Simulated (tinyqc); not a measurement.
Optical constants across the spectrum: Lorentz oscillators and the Kramers-Kronig relations.

eps(E) = 1 + sum_j S_j/(E0_j^2 - E^2 - i G_j E).

n + i k = sqrt(eps1 + i eps2) with k >= 0; R = ((n - 1)^2 + k^2)/((n + 1)^2 + k^2) at normal incidence from vacuum; alpha = 2 E k/(hbar c), times 1e8 for 1/cm; loss function Im(-1/eps) = eps2/(eps1^2 + eps2^2).

Constants: hbar c = 1973.269805 eV angstrom.

Parameters, chosen for this exercise (out of a larger set: line positions loosely like those of Ge; Lorentz tails absorb below the gap, where the real solid is clear; not measured data):
```
symbol  value               unit  meaning
E0      (2.1, 3.17, 4.51)   eV    resonances
G       (0.33, 0.93, 0.67)  eV    widths
S       (21.8, 49.1, 83.7)  eV^2  strengths
```

Spectrum:
```
E (eV),eps1,eps2,n,k,R,loss
0.68,15.813,0.746,3.978,0.094,0.358,0.003
1.60,22.894,4.646,4.809,0.483,0.434,0.009
2.52,6.878,10.782,3.136,1.719,0.375,0.066
3.44,0.767,14.627,2.776,2.634,0.476,0.068
4.37,5.298,26.393,4.014,3.288,0.553,0.036
5.29,-11.478,4.945,0.714,3.462,0.809,0.032
6.21,-5.655,1.370,0.286,2.395,0.845,0.040
7.13,-3.320,0.634,0.173,1.830,0.853,0.055
8.06,-2.086,0.359,0.124,1.450,0.853,0.080
9.90,-0.855,0.157,0.085,0.928,0.834,0.208
10.82,-0.509,0.113,0.079,0.717,0.812,0.418
```

Give the missing row, E (eV) = 8.98.

Computed row:
```
E (eV)    eps1   eps2      n      k      R   loss
8.98    -1.346  0.229  0.099  1.164  0.846  0.123
```

Among the energies listed the largest values are at (eV): eps2 4.37; n 1.60; k 5.29; R 7.13 and 8.06; loss 10.82 (last row, still rising). eps1 crosses zero at 4.45 and 13.00 eV; the last crossing is upward and marks the plasmon, against sqrt(sum S) = 12.43 eV for free electrons.

(tinyqc, `OMP_NUM_THREADS=1 python tinyqc.py 1651553 1651554 out.jsonl`, Intel(R) Xeon(R) Processor @ 2.30GHz, 1 thread, shared host, about 0.2 s.)
